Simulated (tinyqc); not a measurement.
Surface orientation: inversion layer as a triangular well, valleys of the Si type.

Six ellipsoidal valleys with their long axes along the cube axes, mass ml along the axis and mt across it. For a valley whose axis makes the angle theta with the surface normal, 1/m_z = cos^2(theta)/ml + sin^2(theta)/mt sets the confinement; in the plane the masses are m_1 = mt and m_2 = ml mt/m_z, and m_d = sqrt(m_1 m_2).

The field is taken as constant, e F = 4 pi (e^2/4 pi eps0)(Nd + eta Ns)/eps, with 1e12/cm^2 = 1e-4/angstrom^2, and the oxide as a hard wall at z = 0; c = hbar^2/2m0.

Level j of a valley lies at E_j = a_j (c (e F)^2/m_z)^(1/3) above the band edge at the surface, with the Airy zeros a_j = 2.338107, 4.087949, 5.520560, 6.786708, 7.944134, 9.022651, 10.040174, 11.008524, 11.936016, 12.828777, and has <z> = 2 E_j/(3 e F).

Subband i holds n_i = g m_d/(2 pi c) kB T ln(1 + exp((EF - E_i)/kB T)) (spin included), and EF is fixed by sum n_i = Ns over the levels listed or, where none are listed, over j = 0 to 9 of each group; 1e12/cm^2 = 1e-4/angstrom^2.

Constants: hbar^2/2m0 = 3.80998211 eV angstrom^2; e^2/(4 pi eps0) = 14.39964547 eV angstrom; kB = 8.617333262e-05 eV/K.

Parameters, chosen for this exercise (near those of Si; not measured data): ml = 0.898 m0 (longitudinal mass); mt = 0.188 m0 (transverse mass); eps = 11.7 (dielectric constant); Nd = 0.23 x 1e12/cm^2 (depletion charge); eta = 0.5 (share of Ns in the effective field); Ns = 4.7 x 1e12/cm^2 (electron sheet density); T = 300 K (temperature).

The same densities on four faces. m_c is the conductivity mass averaged over directions in the plane: 1/m_c = sum n_i (1/m_1 + 1/m_2)/2 / Ns.

Results:
```
face   valleys of lowest  lowest E (eV)  EF (eV)  share of lowest (%)  <z> (angstrom)  m_c (m0)
(100)                  2         0.0952   0.0967                 62.4            20.2     0.214
(110)                  4         0.1356   0.1046                 77.3            23.9     0.285
(111)                  6         0.1448   0.1062                 98.3            24.5     0.293
(211)                  2         0.1249   0.1042                 48.1            23.6     0.280
```

What does the comparison show?

The lowest level is deepest on (100), where a valley axis lies closest to the normal, and the lightest conductivity mass is on (100) (0.214 m0, against 0.293 m0 on (111)). EF, counted from the band edge at the surface, is lowest on (100) and spans 9 meV.

Program tinyqc; command `OMP_NUM_THREADS=1 python tinyqc.py 1282428 1282429 out.jsonl`; about 0.06 s on one thread of a shared Intel(R) Xeon(R) Processor @ 2.30GHz.
